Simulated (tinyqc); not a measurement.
Landau-Devonshire theory of a uniaxial ferroelectric: one step, computed by the program tinyqc.

G(P) = (alpha/2) P^2 + (beta*/4) P^4 + (gamma/6) P^6 - E P per volume, SI units, one domain, P along the polar axis, which is normal to the film.

Question. A capacitor with imperfect screening. Between shorted electrodes with screening length lambda each, the depolarising field is -k P, k = 2 lambda/(eps_0 (d + 2 lambda eps_b)), so alpha turns into alpha + k. Ps^2 = [-beta* + sqrt(beta*^2 - 4 alpha gamma)]/(2 gamma). The polar state is the lowest uniform state while alpha + k < 0 (beta* > 0) or < 3 beta*^2/(16 gamma) (beta* < 0); setting the equality gives the critical thickness d_c.

Inputs (values chosen for the exercise, modelled on lead titanate):
```
quantity                          value       unit
Curie-Weiss temperature T0          752          K
gamma                          1.52e+09  J m^9/C^6
temperature T                       662          K
film thickness d                     50         nm
screening length lambda           0.042         nm
background permittivity eps_b         8          -
```

Sample: epitaxial film.

alpha = -4.074136e+08 J m/C^2

beta* = 1.956364e+08 J m^5/C^4

Constants: eps_0 = 8.8541878128e-12 F/m.

Give: depolarising coefficient k; polarisation of the film; size of the depolarising field; critical thickness d_c.

Answer.

depolarising coefficient k = 1.872e+08 J m/C^2

polarisation of the film = 56.71 microcoulomb/cm^2

size of the depolarising field = 106.2 MV/m

critical thickness d_c = 22.61 nm
